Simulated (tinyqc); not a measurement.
Inside a calculation. Model: MOSFET in the linear regime without short-channel effects, parameter extraction from computed curves.

Program tinyqc, `OMP_NUM_THREADS=1 python tinyqc.py 2210113 2210114 out.jsonl`; Intel Xeon 2.30GHz, shared host, one thread, about 0.01 s. Printed values are rounded.

Inversion charge Q = Cox n Vt W0(exp((Vg - VT)/(n Vt))), W0 the Lambert function and n = nf; u = Q/Cox; mobility mu = mu0/(1 + th1 u + th2 u^2); channel resistance Rch = (L - dL)/(W mu Q); Id = Vd/(Rch + Rsd/W). Cox = eps0 eox/tox. Small Vd, no channel-length or drain effects.

Parameters, values chosen for the exercise; channel values of the order met in silicon transistors: temperature T = 300 K; relative permittivity of the gate insulator (close to hafnium oxide) eox = 21.9; insulator thickness tox = 20 nm; low-field mobility mu0 = 180 cm^2/(V s); first mobility attenuation factor th1 = 0.1 1/V; second mobility attenuation factor th2 = 0 1/V^2; threshold voltage VT = 0.41 V; body factor nf = 1.17; gate width W = 1 um; drawn gate length L = 0.21 um; drawn less effective length dL = 0.01 um; source plus drain resistance Rsd = 240 ohm um; drain voltage Vd = 0.02 V.

Constants: q = 1.602176634e-19 C, kB = 1.380649e-23 J/K, Vt = kB T/q, eps0 = 8.8541878128e-14 F/cm where lengths are in cm. Results are converted to the units shown.

## Transfer curve

Vg, point 0 to 9 (V): [0.11, 0.26, 0.41, 0.56, 0.71, 0.86, 1.01, 1.16, 1.31, 1.46]

u, mu, Rch and Id as defined.

u, point 0 to 9 (V): [1.48990e-6, 2.10815e-4, 0.0171543, 0.110745, 0.237649, 0.373938, 0.514298, 0.656896, 0.800901, 0.945869]
mu, point 0 to 9 (cm^2/(V s)): [180.000, 179.996, 179.692, 178.028, 175.822, 173.512, 171.195, 168.905, 166.653, 164.446]
Rch, point 0 to 9 (ohm): [7.69199e8, 5.43628e6, 66921.6, 10463.0, 4936.95, 3179.35, 2342.93, 1859.21, 1545.52, 1326.22]
Id, point 0 to 9 (uA): [2.60011e-5, 0.00367882, 0.297789, 1.86864, 3.86328, 5.84906, 7.74314, 9.52739, 11.2012, 12.7696]

## Threshold and mobility at the peak transconductance

gm_i = (Id_(i+1) - Id_(i-1))/(Vg_(i+1) - Vg_(i-1)); at the point j of largest gm the tangent meets the axis at V_ext = Vg_j - Id_j/gm_j; field-effect mobility gm_j L/(W Cox Vd) with the drawn L.

gm, point 1 to 8 (uS): [0.992544, 6.21653, 11.8850, 13.2681, 12.9329, 12.2611, 11.5269, 10.8075]
j = 4
V_ext = 0.418829 V
field-effect mobility = 143.693 cm^2/(V s)

V_ext is 8.8 mV above the model VT, and the mobility so found is 24 % below mu0 L/(L - dL) = 189 cm^2/(V s), the value for the drawn L; attenuation, series resistance and the slow approach of Q to a straight line all lower the peak gm.

## The Y function

Y_i = Id_i/sqrt(gm_i). For Id = beta Vd x/(1 + th x), x = Vg - VT, Y = sqrt(beta Vd) x whatever th. Slope s from points 5 and 8; VT_Y = Vg - Y/s at point 8; beta = s^2/Vd; mobility beta L/(W Cox) with the drawn L; th* = (beta Vd x/Id - 1)/x at point 8.

Y, point 1 to 8 (uA^0.5 V^0.5): [0.00369261, 0.119436, 0.542034, 1.06060, 1.62644, 2.21132, 2.80620, 3.40723]
s = 3.95731 uA^0.5 V^-0.5
VT_Y = 0.449002 V
beta = 783.014 uA/V^2
mobility from Y = 169.600 cm^2/(V s)
th* = 0.236647 1/V

The mobility from Y is 10 % below mu0 L/(L - dL) = 189 cm^2/(V s), which it should reach in deep inversion when th2 = 0. th* compares with th1 + mu0 Cox Rsd/(L - dL) = 0.309 1/V, since series resistance enters like th1. The match is poor here: at these overdrives Q is not yet a straight line in Vg.
